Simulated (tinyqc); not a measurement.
From a target to a composition: model-solid line-up of a strained alloy layer on a substrate.

Problem. A layer of the alloy is strained to the substrate, and its gap (Ec minus the top valence edge) is given. Find x between 0.12 and 0.97, where the gap is monotonic.

All values of the alloy are linear in x but the gap, Eg(x) = (1 - x) Eg_A + x Eg_B - C x (1 - x), and the valence edge, Ev(x) = (1 - x) Ev_A + x Ev_B + fv C x (1 - x); Ec = Ev + Eg. Ev is the top of the unstrained valence band on a scale common to all materials. In the layer only the Gamma valley of the conduction band is followed, also where an X or L valley would lie lower.

Coherent growth on a (001) face: e_par = (a_s - a)/a, e_perp = -2 (C12/C11) e_par; exx = eyy = e_par, ezz = e_perp, no shear.

Strained edges: Ec + ac tr(e); the valence edges are Ev plus the levels of the 6 x 6 matrix of X, Y, Z times spin with -Dso/3 + l exx + m (eyy + ezz) on the diagonal (cyclic), n exy off it, l = av + 2 b, m = av - b, n = sqrt(3) d. Spin-orbit term (Dso/3) L.sigma on X, Y, Z with (L_k)_ij = -i epsilon_kij: <X+|H|Y+> = -i Dso/3, <X+|H|Z-> = Dso/3, <Y+|H|Z-> = -i Dso/3, <Z+|H|X-> = -Dso/3, <Z+|H|Y-> = i Dso/3, <X-|H|Y-> = i Dso/3, and their conjugates; + and - are the spin along z.

Values chosen for the exercise (A near AlAs, B near InAs, substrate near InP; the results hold for these values, not for the real material):
- a = (5.653, 6.063) angstrom (lattice constant of A, B)
- Eg = (3.098, 0.42) eV (gap at Gamma to the s-like level of A, B)
- Dso = (0.282, 0.39) eV (spin-orbit splitting of A, B)
- Ev = (-1.31, -0.59) eV (top of the unstrained valence band of A, B)
- ac = (-5.63, -5.04) eV (conduction deformation potential of A, B)
- av = (2.45, 1.01) eV (valence hydrostatic potential of A, B)
- b = (-2.27, -1.8) eV (tetragonal shear potential of A, B)
- d = (-3.37, -3.62) eV (trigonal shear potential of A, B)
- C11 = (125.3, 84.2) GPa (of A, B)
- C12 = (53.4, 45.5) GPa (of A, B)
- C44 = (53.7, 39.9) GPa (of A, B)
- C = 0.795 eV (bowing of the gap)
- fv = 0.3 (share of the bowing taken by the valence edge)
- a_s = 5.872 angstrom (substrate)
- face = 001 (growth face)

strained gap = 1.920341 eV

Find: x; e_par; gap of the relaxed alloy.

Solution. Bisect on x; the strained gap is 2.2428 eV at x = 0.12 and 0.5340 eV at x = 0.97.

x = 0.290
e_par = 1.734 %
gap of the relaxed alloy = 2.158 eV

tinyqc: `OMP_NUM_THREADS=1 python tinyqc.py 1080624 1080625 out.jsonl`; about 0.02 s, one thread, shared Intel(R) Xeon(R) Processor @ 2.30GHz.
